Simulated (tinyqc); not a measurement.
From one set of inputs to another, one input at a time: surface segregation during layer-by-layer epitaxy: two-layer exchange kinetics and the shape of quantum wells and delta layers. Computed by tinyqc, a small Python program. Command: `OMP_NUM_THREADS=1 python tinyqc.py 3000360 3000361 out.jsonl mbeseg ladder`. One thread of a shared host (Intel(R) Xeon(R) Processor @ 2.30GHz), about 0.05 s of CPU time with the checks.

Atoms A and B exchange only between the growing layer and the one below it. B is supplied for N layers, then pure A follows.

The inputs printed are set A. Set A is close to those used for germanium in silicon; the values taken over come from a set close to those used for indium in GaAs. Inputs not listed in the table keep their values of set A, so the rows need not describe a real material.

Inputs (values chosen for the exercise, close to those used for germanium in silicon):
```
quantity                                   value      unit
barrier E1 for B to move up                 1.61        eV
segregation energy E_s                      0.29        eV
attempt frequency nu                          10       THz
growth rate G                               0.15  layers/s
share x0 of B in the flux during the well   0.27         -
layers in the well N                           4         -
layer thickness                             1.36  angstrom
temperature T                                460         C
```

Constants: k_B = 8.617333262e-05 eV/K.

Method:
- p1 = nu exp(-E1/(k_B T)) (B up, A down), p2 = nu exp(-(E1 + E_s)/(k_B T)) (B down); time per layer tau = 1/G; K = p1/p2.
- Temperatures in kelvin are T(C) + 273.15.
- Dilute equilibrium share passed up per layer R_eq = K/(1 + K).
- Each layer is deposited complete with B share x_dep and then exchanges for the time tau = 1/G with the layer below, whose share is b (total c = s + b fixed): ds/dt = p1 b (1 - s) - p2 s (1 - b), s(0) = x_dep. With the roots s1 < s2 of the right side, (s - s1)/(s - s2) = [(s(0) - s1)/(s(0) - s2)] exp(-(p1 - p2)(s2 - s1) tau). The lower layer is then buried with c - s, and s becomes the b of the next layer.
- In the dilute tail each layer passes up the share R = R_eq (1 - exp(-(p1 + p2) tau)); decay length = -layer thickness/ln R.
- Index 0 is the last layer of pure A below the well. Share of B outside the intended layers 1..N = 1 - (sum over 1..N)/(N x0).

Each row keeps all changes above it:
```
input moved                                from    to  share passed up R  peak share (largest buried share)  share of B outside the well
set A                                         -     -            0.98995                            0.10965                      0.80294
attempt frequency nu (THz)                   10     1            0.98995                            0.10965                      0.80294
segregation energy E_s (eV)                0.29  0.21            0.96524                            0.14035                      0.68773
share x0 of B in the flux during the well  0.27  0.19            0.96524                            0.05956                      0.78485
barrier E1 for B to move up (eV)           1.61  1.83            0.80853                            0.13947                      0.44025
temperature T (C)                           460   500            0.95872                            0.06961                      0.74892
growth rate G (layers/s)                   0.15  0.27            0.94885                            0.08724                      0.68374
```

Share passed up R goes from 0.990 to 0.949, a factor 0.958 in all. The largest single move comes from barrier E1 for B to move up (a factor 0.838), and temperature T works against it (a factor 1.19). Peak share (largest buried share) goes from 0.110 to 0.0872, a factor 0.796 in all. The largest single move comes from share x0 of B in the flux during the well (a factor 0.424), and barrier E1 for B to move up works against it (a factor 2.34). Share of B outside the well goes from 0.803 to 0.684, a factor 0.852 in all. The largest single move comes from barrier E1 for B to move up (a factor 0.561), and temperature T works against it (a factor 1.70). The single moves hold for this order of the switches; the total does not depend on the order.

Caution (all rows): the floating layer fills towards saturation, so the dilute decay length holds only far out in the tail. Caution (all rows): two-layer exchange with complete layers is a simplification that can understate segregation at low temperature; desorption, step-edge exchange and surfactants are left out.

Extremes, crossings and ranges named in words are read from the listed rows.
